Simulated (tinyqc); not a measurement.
Changing the time as a fraction of L^2/kappa, s: electromigration in a confined line: Blech product, Korhonen stress evolution and Black's law. Computed by tinyqc, a small Python program. Command: `OMP_NUM_THREADS=1 python tinyqc.py 3004895 3004896 out.jsonl emigr sweep`. One thread of a shared host (Intel(R) Xeon(R) Processor @ 2.30GHz), about 0.01 s of CPU time with the checks.

The electron wind pushes atoms from the cathode (x = 0) to the anode (x = L); blocking ends build a back stress (tension positive). The input rho is taken not to change with temperature. d sigma/dt = d/dx [kappa (d sigma/dx + G)], with zero flux at both ends and sigma = sigma_0 at t = 0.

Inputs (values chosen for the exercise, close to those used for ruthenium lines):
```
quantity                      value          unit
resistivity rho                12.8  micro-ohm cm
atomic volume Omega            13.6    angstrom^3
effective charge number Z*      1.8             -
prefactor D0                1.1e-06         m^2/s
activation energy E            1.39            eV
effective modulus B              70           GPa
critical stress sigma_c         460           MPa
initial stress sigma_0          160           MPa
current density j               2.1       MA/cm^2
line length L                    28            um
test temperature T              220             C
```

Start: thermal stress.

Constants: e = 1.602176634e-19 C; k_B = 8.617333262e-05 eV/K; k_B = 1.380649e-23 J/K.

Method:
- G = Z* e rho j/Omega; D = D0 exp(-E/(k_B T)); kappa = D B Omega/(k_B T); drift velocity of an unconfined line v = D Z* e rho j/(k_B T). SI: 1 micro-ohm cm = 1e-8 ohm m, 1 MA/cm^2 = 1e10 A/m^2.
- Temperatures in kelvin are T(C) + 273.15.
- At steady state sigma(x) = sigma_0 + G (L/2 - x). A void forms only if the cathode stress reaches sigma_c, that is if j L exceeds (j L)_c = 2 Omega (sigma_c - sigma_0)/(Z* e rho). Time scale tau = L^2/kappa.
- sigma(x, t) = sigma_0 + G L [1/2 - x/L - 4 sum_(m odd) cos(m pi x/L) exp(-m^2 pi^2 s)/(m pi)^2], s = t/tau, summed to m = 399.
- The terms at x = 0 are 4 exp(-m^2 pi^2 s)/(m pi)^2; tau = L^2/kappa.

One run for each value:
```
time as a fraction of L^2/kappa, s  cathode stress at time s (MPa)  time t (h)
0.002                                                       240.54  4.5422e+02
0.0043                                                      278.09  9.7658e+02
0.0095                                                      335.53  2.1576e+03
0.021                                                       420.97  4.7694e+03
0.045                                                       541.81  1.0220e+04
0.097                                                       709.66  2.2030e+04
0.21                                                        876.59  4.7694e+04
0.46                                                        951.09  1.0447e+05
1                                                           957.96  2.2711e+05
```

Over the rows, cathode stress at time s (MPa) rises from 241 to 958 (exponent d ln y / d ln x 0.19 between the first rows and 0.0093 between the last); time t (h) rises from 454 to 227000 (exponent d ln y / d ln x about 1.0 throughout). The part added by the current grows as 2 G L sqrt(s/pi) at first and levels off at G L/2 once s passes about 0.3.

Caution (rows 0.0450, 0.0970, 0.210, 0.460, 1.00): the stress exceeds sigma_c: a void would already have formed and relaxed it, so the value is formal.
